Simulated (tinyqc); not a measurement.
Inside a calculation: strained quantum well: band edges, subbands and transparency. Values are carried at full precision from step to step, so a last printed digit may differ when a step is redone from the rounded ones.

Growth on (001), barriers unstrained: tr(e) = e (2 - nu2), Z = b e (1 + nu2); Ec = Ev + Eg + ac tr(e), E_HH = Ev + av tr(e) + Z, E_LH = Ev + av tr(e) - Z (coupling to the split-off band left out).

Constants: hbar^2/2m0 = 3.80998211 eV angstrom^2; hc = 1239.841984 eV nm; kB = 8.617333262e-05 eV/K.

Inputs chosen for the exercise (near those of an InGaAs/InP well; not measured data): e = -0.0017 (strain in the plane); nu2 = 1.002 (2 C12/C11); Eg = 0.692 eV (unstrained gap of the well); Ev = -0.589 eV (its valence edge); ac = -6 eV; av = 1.07 eV (Ev moves by av tr(e)); b = -1.89 eV (shear potential); Egb = 1.354 eV (gap of the barrier); Evb = -0.94 eV (its valence edge); L = 54 angstrom (well width); me = 0.0418 m0 (electron mass); g1 = 14.27 (gamma1); g2 = 5.67 (gamma2); meb = 0.08 m0; g1b = 5.08; g2b = 1.6; T = 250 K (temperature); Br = 1.1 x 1e-4 cm^2/s (two-dimensional radiative coefficient).

## Strained band edges and offsets

Give tr(e), Z, the edges Ec, E_HH, E_LH and the well depths against the barrier.

tr(e) = -0.00170
Z = 0.0064 eV

Ec, E_HH, E_LH (eV): 0.1132  -0.5844  -0.5972

depths for e, HH, LH (eV): 0.3008  0.3556  0.3428

The well is under compression, which puts HH on top, by 13 meV; the gap becomes 0.6976 eV, +6 meV from the unstrained one.

## Subband edges

Masses along z: me, 1/(g1 - 2 g2) for HH, 1/(g1 + 2 g2) for LH, likewise in the barrier; in the plane me, 1/(g1 + g2) for HH and 1/(g1 - g2) for LH (no mixing, which understates the hole masses away from k = 0). Level n solves k L + 2 atan[(k/m)/(kappa/mb)] = n pi, k = sqrt(m E/c), kappa = sqrt(mb (V - E)/c), c = hbar^2/2m0.

Up to three electron, four HH and two LH levels, on the common energy scale, with their masses in the plane.

Subbands:

| level | E (eV) | m in the plane |
|---|---|---|
| e1 | 0.2017 | 0.0418 |
| hh1 | -0.6082 | 0.0502 |
| hh2 | -0.6797 | 0.0502 |
| lh1 | -0.6803 | 0.1163 |
| hh3 | -0.7967 | 0.0502 |
| hh4 | -0.9363 | 0.0502 |
| lh2 | -0.9392 | 0.1163 |

lowest transition = 0.8100 eV
wavelength hc/E = 1530.7 nm

The top hole level is hh1, so the edge is mainly TE polarised; hh2 lies 71 meV lower.

## Transparency density

Transparency (Bernard-Duraffourg): Fc - Fv equals the lowest transition energy with n = p, n = sum m/(2 pi c) kB T ln(1 + exp((Fc - E)/kB T)) and p likewise over the listed subbands; c = hbar^2/2m0, 1/angstrom^2 = 1e16/cm^2.

Solve for u = (Fc - e1)/kB T; give n_tr, the share of holes in the top subband and the current e Br n_tr^2 (e = 1.602177e-19 C).

u = 0.228
n_tr = 0.306 x 1e12/cm^2
share = 0.863
current density = 1.7 A/cm^2

For mirror-image bands u = 0 and n_tr = me kB T ln2/(2 pi c) = 0.261 x 1e12/cm^2; the heavier or more numerous hole states raise it by a factor 1.17.

## Checks

- Transparency for equal single subbands against m kB T ln2/(2 pi c): both 0.3743.

Computed by tinyqc, a small Python program: `OMP_NUM_THREADS=1 python tinyqc.py 1281606 1281607 out.jsonl` (the numbers bound the seed that draws the inputs); one thread of a shared host (Intel(R) Xeon(R) Processor @ 2.30GHz), about 0.01 s for the whole set of steps.
